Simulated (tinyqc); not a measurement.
Silicon n-p-n transistor, Gummel numbers and transit times: two steps of the calculation.

One-dimensional n-p-n transistor in the forward active mode at low injection. In the base p(x) = NB exp(-eta x/wb) and ni(x)^2 = ni^2 exp((g0 + g1 x/wb)/Vt); electrons leave the base at vsat; band spikes at the emitter junction and recombination inside the emitter are ignored.

Inputs (values chosen for the exercise); band and dielectric values close to those of silicon:
- T = 300 K (temperature)
- Eg = 1.13 eV (band gap)
- eps_r = 11.6 (relative permittivity)
- Nc = 2.79e19 cm^-3 (conduction-band density of states at T)
- Nv = 2.63e19 cm^-3 (valence-band density of states at T)
- vsat = 1.01e7 cm/s (saturation velocity)
- wb = 280 nm (neutral base width)
- NB = 1.1e18 cm^-3 (base doping at the emitter edge)
- eta = 0 (doping falls as exp(-eta x/wb))
- g0 = 0 eV (gap reduction at the emitter edge of the base)
- g1 = 0 eV (further gap reduction across the base (linear))
- Dn = 5.8 cm^2/s (electron diffusion coefficient in the base)
- NE = 1.7e20 cm^-3 (emitter doping)
- gE = 0.063 eV (gap reduction in the emitter (negative: wider gap))
- we = 170 nm (neutral emitter width)
- Dp = 0.89 cm^2/s (hole diffusion coefficient in the emitter)
- Se = 5e6 cm/s (recombination velocity at the emitter contact)
- tb = 2e-7 s (electron lifetime in the base)
- NC = 1.7e16 cm^-3 (collector doping)
- VCB = 1 V (collector-base reverse bias)

Constants: q = 1.602176634e-19 C, kB = 1.380649e-23 J/K, Vt = kB T/q, eps0 = 8.8541878128e-14 F/cm where lengths are in cm. Results are converted to the units shown.

Problem 1. Base Gummel number and transit time. f(x) = p(x) ni^2/ni(x)^2; I(x) = integral from x to wb of f/Dn, plus f(wb)/vsat; base Gummel number GB = I(0); electron density per unit flux n/(J/q) = I/f; base transit time tauB = integral of I/f over the base. Trapezoid rule on 10 equal steps.

Wanted: x; f; I; I/f; GB; tauB.

Solution 1.

```
point  x (nm)  f (cm^-3)  I (s/cm^4)  I/f (s/cm)
0        0.00  1.1000e18   5.4193e12   4.9266e-6
1       28.00  1.1000e18   4.8882e12   4.4438e-6
2       56.00  1.1000e18   4.3572e12   3.9611e-6
3       84.00  1.1000e18   3.8262e12   3.4783e-6
4      112.00  1.1000e18   3.2951e12   2.9956e-6
5      140.00  1.1000e18   2.7641e12   2.5128e-6
6      168.00  1.1000e18   2.2330e12   2.0300e-6
7      196.00  1.1000e18   1.7020e12   1.5473e-6
8      224.00  1.1000e18   1.1710e12   1.0645e-6
9      252.00  1.1000e18   6.3995e11   5.8177e-7
10     280.00  1.1000e18   1.0891e11   9.9010e-8
```

GB = 5.4193e12 s/cm^4
tauB = 70.358 ps

Problem 2. Gain, Early voltage and collector delay. ni = sqrt(Nc Nv) exp(-Eg/(2 Vt)), Eg in volts; GE = NE exp(-gE/Vt)(we/Dp + 1/Se); JC = J0 exp(VBE/Vt), J0 = q ni^2/GB; gain limited by back injection GE/GB, by base recombination tb/tauB, together 1/beta = the sum of the inverses; collector layer one-sided, Wc = sqrt(2 eps0 eps_r (Vbc + VCB)/(q NC)), Vbc = Vt ln(p(wb) NC/ni^2), Cjc = eps0 eps_r/Wc; Early voltage VA = GB q p(wb)/(f(wb) Cjc [1/Dn - (eta + g1/Vt)/(wb vsat)]), f(wb) = p(wb) exp(-(g0 + g1)/Vt), p(wb) = NB exp(-eta); tauC = Wc/(2 vsat).

GB = 5.4192557e12 s/cm^4
tauB = 70.358484 ps

Give: ni; GE; J0; GE/GB; tb/tauB; beta; Wc; Cjc; VA; tauC.

Solution 2.

ni = 8.7337e9 cm^-3
GE = 2.8687e14 s/cm^4
J0 = 2.2551e-12 A/cm^2
GE/GB = 52.934
tb/tauB = 2842.6
beta = 51.967
Wc = 374.19 nm
Cjc = 0.27448 fF/um^2
VA = 183.47 V
tauC = 1.8524 ps

The gain is limited more by back injection into the emitter. beta VA = 9530 V.

Range of the model: Heavy doping makes emitter or base degenerate; gE and g0 are to be read as apparent gap changes that include this.

Program tinyqc, `OMP_NUM_THREADS=1 python tinyqc.py 2320012 2320013 out.jsonl`; Intel Xeon 2.30GHz, shared host, one thread, about 0.01 s.
